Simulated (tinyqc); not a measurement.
Which single mass stands for the valley: donor in an ellipsoidal valley (Kohn-Luttinger variational method). Computed by tinyqc, a small Python program. Command: `OMP_NUM_THREADS=1 python tinyqc.py 3021124 3021125 out.jsonl kohnlutt walk`. One thread of a shared host (Intel(R) Xeon(R) Processor @ 2.30GHz), about 0.04 s of CPU time with the checks.

H = -(d^2/dx^2 + d^2/dy^2) - gamma d^2/dz^2 - 2/r in units built on m_t, with gamma = m_t/m_l and z along the valley axis. One valley; no valley-orbit or central-cell term.

Inputs (values chosen for the exercise, modelled on silicon): transverse mass m_t = 0.186 m_0; longitudinal mass m_l = 0.901 m_0; dielectric constant eps = 11.3.

Constants: Ry = 13.605693123 eV; a_0 = 0.529177210903 angstrom.

Method:
- Ry* = Ry m_t/eps^2, a* = a_0 eps/m_t, gamma = m_t/m_l.
- Trial function exp(-sqrt((x^2 + y^2)/a^2 + z^2/b^2)) with beta = b/a < 1: E = t/a^2 - u/a, t = (2 + gamma/beta^2)/3, u = 2 arcsin(sqrt(1 - beta^2))/sqrt(1 - beta^2); the best a is 2 t/u and E(beta) = -u^2/(4 t).
- Golden-section search on beta from 0.05 to 0.999, 60 steps.
- Gaussian basis: g = P exp(-al (x^2 + y^2) - be z^2) with P = 1 (s-like), z (2p0) or x (2p+-); al = 0.004 x 2.6^k, k = 0..11, and be/al = 1, gamma^(-1/2) or 1/gamma (36 functions); 1/r = (2/sqrt(pi)) int exp(-t^2 r^2) dt by 48 Gauss-Legendre points after t = sqrt(al_i + al_j) tan(theta); overlap eigenvalues below 1e-10 are dropped.
- A hydrogenic level is Ry m/eps^2 for one mass m; errors are against the Gaussian basis.

gamma = 0.206437

1s binding energy, Gaussian basis = 31.1170 meV

1s binding energy, trial function = 31.0748 meV

1s binding energy:
```
rule                                      mass (m_0)  binding (meV)  error (%)
transverse mass                              0.18600         19.819     -36.31
conductivity mass 3/(2/m_t + 1/m_l)          0.25290         26.947     -13.40
density-of-states mass (m_t^2 m_l)^(1/3)     0.31471         33.534       7.77
longitudinal mass                            0.90100         96.004     208.53
trial function with a and b                        -         31.075      -0.14
mass that fits 1s                            0.29203         31.117       0.00
```

What does the comparison show, and why?

The conductivity mass, which is what a spherical trial function (a = b) gives, falls short by 13.4 %, as a restricted variational bound must; the density-of-states mass is off by +7.8 %. The mass that fits lies between the two.

Extremes, crossings and ranges named in words are read from the listed rows.
